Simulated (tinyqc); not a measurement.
Pairing against temperature: dopants and charged point defects at anneal temperature: Fermi-level effect, clustering and pairing. Computed by tinyqc, a small Python program. Command: `OMP_NUM_THREADS=1 python tinyqc.py 3013246 3013247 out.jsonl pairing walk`. One thread of a shared host (Intel(R) Xeon(R) Processor @ 2.30GHz), about 0.01 s of CPU time with the checks.

Boltzmann statistics and full ionisation of active dopants. Energies are counted from the valence band; the defect (a vacancy or self-interstitial) has five charge states, with all degeneracy factors one.

Inputs (values chosen for the exercise, for a model semiconductor):
```
quantity,value,unit
site density N_s,3.2e+22,cm^-3
pair binding energy E_b,0.78,eV
pair configurations Z,6,-
impurity diffusion prefactor D_0,0.00045,cm^2/s
impurity migration energy E_m,0.64,eV
dielectric constant eps,11.3,-
active dopant density in the stored part N_2,3.5e+16,cm^-3
```

Dopant: donor. Second part: pairing with a mobile impurity.

Constants: k_B = 8.617333262e-05 eV/K; e^2/(4 pi eps_0) = 14.39964548 eV angstrom.

Method. An oppositely charged mobile impurity (density M) pairs with the dopant: pairs/free = Z (N_2/N_s) exp(E_b/k_B T_2) for M << N_2; capture radius R = e^2/(4 pi eps eps_0 k_B T_2); D_m = D_0 exp(-E_m/k_B T_2); association rate 4 pi R D_m N_2; dissociation rate = association rate/(pairs/free); tau = 1/(sum of both).

Equilibrium and kinetics:
```
T (K),paired share,time constant (s),D_m (cm^2/s),effective D (cm^2/s)
270,1.00000,8.1492e+03,5.0941e-16,2.1411e-25
300,1.00000,5.7844e+02,7.9742e-15,9.5762e-23
340,1.00000,3.5623e+01,1.4675e-13,6.1328e-20
380,0.99999,3.9943e+00,1.4627e-12,1.0076e-17
430,0.99989,4.6569e-01,1.4195e-11,1.5599e-15
480,0.99902,8.5927e-02,8.5804e-11,8.4406e-14
550,0.98926,1.3607e-02,6.1481e-10,6.6018e-12
650,0.87988,1.7914e-03,4.9087e-09,5.8964e-10
```

What does the comparison show, and why?

Half the impurity is paired at T = E_b/(k_B ln(N_s/(Z N_2))) = 758 K. The time constant at 300 K is 580 s. Below 758 K pairs win, and the effective diffusivity has the activation energy E_m + E_b = 1.42 eV; above it the impurity is free and moves with E_m = 0.64 eV.
